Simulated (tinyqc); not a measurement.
Donor or exciton in a quantum well (variational effective-mass method): one step, computed by the program tinyqc.

Electron and hole in their lowest subbands f(z) = cos(pi z/L); relative in-plane motion exp(-rho/lambda) (separable trial function), H = -nabla_rho^2 - 2/sqrt(rho^2 + (z_e - z_h)^2) in effective units. Mass and screening are the same in well and barrier; l = L/a* is the width in effective units. Bands are flat: no polarisation or applied field.

Task: Effective units. mu = m m_h/(m + m_h) takes the place of m; Ry* = Ry m/eps^2, a* = a_0 eps/m; l = L/a*.

Inputs (values chosen for the exercise, modelled on ZnO): electron mass m = 0.262 m_0; dielectric constant eps = 8.56; well width L = 1.6 nm; in-plane hole mass m_h = 0.251 m_0.

Centre: exciton. Barriers: infinite.

Constants: Ry = 13.605693123 eV; a_0 = 0.529177210903 angstrom.

Give: mass used; Ry*; a*; l.

Result:

mass used = 0.1282 m_0

Ry* = 23.80 meV

a* = 3.534 nm

l = 0.4528

Caution: so narrow a well has large confinement energy, where non-parabolicity and barrier penetration matter.
